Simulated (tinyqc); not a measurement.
# From one set of inputs to another, one input at a time

Model: carrier lifetime from Shockley-Read-Hall, radiative, Auger and surface recombination. Computed by tinyqc, a small Python program. Command: `OMP_NUM_THREADS=1 python tinyqc.py 3029371 3029372 out.jsonl lifetime ladder`. One thread of a shared host (Intel(R) Xeon(R) Processor @ 2.30GHz), about 0.03 s of CPU time with the checks.

Energies are counted from the top of the valence band. Boltzmann statistics, full ionisation, and equal excess densities of electrons and holes.

The inputs printed are set A. Inputs not listed in the table keep their values of set A, so the rows need not describe a real material.

Inputs (values chosen for the exercise, with bands modelled on GaSb):
```
quantity                          value        unit
gap E_g                           0.714          eV
electron mass m_e                 0.038         m_0
valleys M_c                           1           -
hole mass m_h                     0.395         m_0
temperature T                       400           K
doping N                        3.8e+16       cm^-3
trap level E_t                    0.163          eV
trap density N_t                1.3e+11       cm^-3
electron cross-section sigma_n  1.2e-15        cm^2
hole cross-section sigma_p      7.9e-17        cm^2
radiative coefficient B         4.3e-11      cm^3/s
Auger coefficient C_n           2.1e-31      cm^6/s
Auger coefficient C_p           7.5e-31      cm^6/s
excess density dn               1.4e+16       cm^-3
generation rate G               3.7e+18  cm^-3 s^-1
diffusion coefficient D              12      cm^2/s
surface velocity S                 1500        cm/s
thickness W                         7.8  micrometre
```

Doping: n-type. Surface term: two equal surfaces.

Constants: m_0 = 9.1093837015e-31 kg; k_B = 1.380649e-23 J/K; h = 6.62607015e-34 J s; k_B = 8.617333262e-05 eV/K.

Method:
- N_c = 2 M_c (2 pi m_e k_B T/h^2)^(3/2) and N_v = 2 (2 pi m_h k_B T/h^2)^(3/2), masses in units of m_0.
- n_i = sqrt(N_c N_v) exp(-E_g/2 k_B T); majority density N/2 + sqrt(N^2/4 + n_i^2), minority density n_i^2 over it.
- v = sqrt(3 k_B T/m) with m_e or m_h; tau_n0 = 1/(sigma_n v_n N_t), tau_p0 = 1/(sigma_p v_p N_t); n1 = N_c exp(-(E_g - E_t)/k_B T), p1 = N_v exp(-E_t/k_B T).
- The slowest diffusion mode has x tan x = S W/(2 D) with 0 < x < pi/2 (bisection), and tau_s = W^2/(4 x^2 D). The common approximation is W/(2 S) + W^2/(pi^2 D).
- With n = n_0 + dn, p = p_0 + dn and U/dn = 1/tau: (n p - n_i^2)/dn = n_0 + p_0 + dn = s; 1/tau_SRH = s/[tau_p0 (n + n1) + tau_n0 (p + p1)]; 1/tau_rad = B s; 1/tau_Aug = (C_n n + C_p p) s; the rates add, with 1/tau_s.
- Radiative efficiency = tau_eff/tau_rad; effective diffusion length = sqrt(D tau_eff).
- dn solves dn/tau_eff(dn) = G (60 bisections in ln dn between 1e-2 and 1e22 cm^-3); the splitting of the quasi-Fermi levels is k_B T ln(n p/n_i^2).

Each row keeps all changes above it; columns: (1) input moved; (2) from; (3) to; (4) quasi-Fermi splitting under G (eV); (5) steady excess density (cm^-3); (6) effective diffusion length at dn (micrometre):
```
(1)                                        (2)      (3)       (4)         (5)     (6)
set A                                        -        -  0.080607  6.8278e+11  14.117
Auger coefficient C_p (cm^6/s)         7.5e-31  1.2e-31  0.080607  6.8278e+11  14.117
electron cross-section sigma_n (cm^2)  1.2e-15  6.2e-16  0.080607  6.8278e+11  14.117
diffusion coefficient D (cm^2/s)            12       53  0.080335  6.7684e+11  29.552
trap density N_t (cm^-3)               1.3e+11  8.4e+13  0.079601  6.6104e+11  29.235
Auger coefficient C_n (cm^6/s)         2.1e-31    3e-30  0.079579  6.6056e+11  29.217
surface velocity S (cm/s)                 1500     1600  0.078202  6.3186e+11  28.636
excess density dn (cm^-3)              1.4e+16  3.6e+15  0.078202  6.3186e+11  29.691
```

quasi-Fermi splitting under G goes from 0.0806 to 0.0782, a factor 0.970 in all. The largest single move comes from surface velocity S (a factor 0.9827). Steady excess density goes from 6.83e11 to 6.32e11, a factor 0.925 in all. The largest single move comes from surface velocity S (a factor 0.957). Effective diffusion length at dn goes from 14.1 to 29.7, a factor 2.10 in all. The largest single move comes from diffusion coefficient D (a factor 2.09). The single moves hold for this order of the switches; the total does not depend on the order.

Caution (rows set A, Auger coefficient C_p, electron cross-section sigma_n, diffusion coefficient D, trap density N_t, Auger coefficient C_n, surface velocity S): beyond low injection D should be the ambipolar coefficient.

Extremes, crossings and ranges named in words are read from the listed rows.
